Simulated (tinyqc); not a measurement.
Ways to converge the cycle: SCF convergence aids in the sto-3g basis, for BeH2, spin multiplicity 1. Computed by the program tinyqc with PySCF. RHF with one setting changed at a time; a run stops when the energy changes by less than 1e-09 hartree and the error matrix is below 1e-5. The start is the Wolfsberg-Helmholz matrix. Damping d keeps d of the old density; a shift (hartree) raises the virtual levels; DIIS n extrapolates F over n matrices.

Geometry (angstrom):
```
atom,x,y,z
Be,0.0000,0.0000,0.0000
H,0.0000,1.6230,0.1140
H,0.0000,-1.5720,0.1110
```

lowest restricted solution found by these runs and by PySCF = -15.502888 hartree

Largest element of the error matrix X^T (FDS - SDF) X:
```
iteration,plain,damping 0.3,damping 0.6,shift 0.4,DIIS 3,DIIS 8
1,1.8e-01,1.8e-01,1.8e-01,1.8e-01,1.8e-01,1.8e-01
2,1.9e-02,6.6e-02,1.1e-01,6.5e-02,1.9e-02,1.9e-02
3,4.8e-03,2.6e-02,7.4e-02,2.4e-02,3.4e-03,3.4e-03
4,1.4e-03,1.1e-02,4.8e-02,9.7e-03,3.5e-04,3.5e-04
5,3.9e-04,4.8e-03,3.1e-02,4.1e-03,5.4e-05,5.3e-05
6,1.2e-04,2.2e-03,2.1e-02,1.8e-03,1.2e-05,4.4e-06
8,1.3e-05,5.0e-04,9.2e-03,5.9e-04,-,-
10,-,1.2e-04,4.2e-03,2.2e-04,-,-
14,-,7.8e-06,9.2e-04,2.8e-05,-,-
20,-,-,1.1e-04,-,-,-
30,-,-,3.6e-06,-,-,-
```

How each run ends:
```
run,iterations,E (hartree),state
plain,9,-15.502888,lowest found
damping 0.3,17,-15.502888,lowest found
damping 0.6,35,-15.502888,lowest found
shift 0.4,17,-15.502888,lowest found
DIIS 3,7,-15.502888,lowest found
DIIS 8,7,-15.502888,lowest found
```

What does the comparison show, and why?

6 of 6 runs reach the lowest restricted solution found, in 7 to 35 iterations (fastest: DIIS 3, DIIS 8). Plain steps already contract here, so damping only slows them. DIIS 3 and DIIS 8 gain by cancelling the error over several earlier matrices, much as a quasi-Newton step does.
